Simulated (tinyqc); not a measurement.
Quasiparticle equation with a plasmon-pole self-energy for two band edges, step by step. Values are carried at full precision from step to step, so a last printed digit may differ when a step is redone from the rounded ones.

For each edge E = e + X + Sc(E), with the correlation part Sc(E) = A[0]/(E - a + w) + A[1]/(E - b - w); a and b are the valence and conduction energies that enter the Green function (a = ev, b = ec in the one-shot scheme). Z = 1/(1 - dSc/dE), dSc/dE = -A[0]/(E - a + w)^2 - A[1]/(E - b - w)^2.

Inputs chosen for the exercise (scales of the order of those of SiC; not measured data): ev = 0 eV (mean-field valence top); ec = 2.19 eV (mean-field conduction edge); w = 20.8 eV (pole energy); Av = (70.2, 42.6) eV^2 (weights of the valence state on the hole and electron poles); Ac = (41.4, 74.8) eV^2 (the same for the conduction state); Xv = -2.1 eV (exchange minus the mean-field potential, valence); Xc = 2.6 eV (the same, conduction).

## Linearised one-shot correction

Evaluate Sc and its slope at the mean-field energy; E = e + Z (X + Sc).

Terms:

| edge | Sc (eV) | dSc/dE | Z | X + Sc (eV) | E (eV) |
|---|---|---|---|---|---|
| valence | 1.5220 | -0.2429 | 0.8046 | -0.5780 | -0.4650 |
| conduction | -1.7954 | -0.2512 | 0.7992 | 0.8046 | 2.8331 |

gap = 3.2981 eV
gap with Z = 1 = 3.5726 eV

The gap opens by 1.108 eV, 42 % of it by lowering the valence top. Setting Z = 1 would overshoot by 0.274 eV. X and Sc have opposite signs and are each larger than the sum they leave, so both must be converged well.

## Solving the equation for the conduction edge

Newton steps on f(E) = E - ec - Xc - Sc(E) from E = ec; the first step is the linearised result.

Iterates:

| step | E (eV) | Sc (eV) | f (eV) |
|---|---|---|---|
| 0 | 2.19000 | -1.79537 | -0.804629 |
| 1 | 2.83308 | -1.95910 | 0.002176 |
| 2 | 2.83135 | -1.95865 | 0.000000 |
| 3 | 2.83135 | -1.95865 | 0.000000 |

The linearisation errs by +1.7 meV, as the shift is only 0.031 of the pole energy.

## All solutions for the valence state

Multiplying out gives a cubic; give its three roots and their weights Z.

roots (eV): -24.124  -0.464  24.678

weights: 0.1356  0.8018  0.0626

The weights add up to 1. The satellite below lies 23.66 eV from the main peak, 14 % more than w: this scheme places plasmon satellites too far out, and gives one where a cumulant form gives a series.

## Updating the energies in the Green function

Solve both equations exactly, put the results in place of a and b, and repeat five times; w is kept.

Cycles (eV):

| cycle | Ev | Ec | gap |
|---|---|---|---|
| 1 | -0.4643 | 2.8313 | 3.2956 |
| 2 | -0.4875 | 2.8962 | 3.3836 |
| 3 | -0.4867 | 2.9039 | 3.3906 |
| 4 | -0.4861 | 2.9050 | 3.3911 |
| 5 | -0.4860 | 2.9052 | 3.3912 |

The update moves the gap by +96 meV from the one-shot value; each cycle shrinks the change to about 0.08 of the one before.

## Checks

- Sum of the weights of the three roots: both 1.000000.
- Newton result against the root by bisection (eV): both 2.83135.

(tinyqc, `OMP_NUM_THREADS=1 python tinyqc.py 1880334 1880335 out.jsonl`, Intel(R) Xeon(R) Processor @ 2.30GHz, 1 thread, shared host, about 0.02 s.)
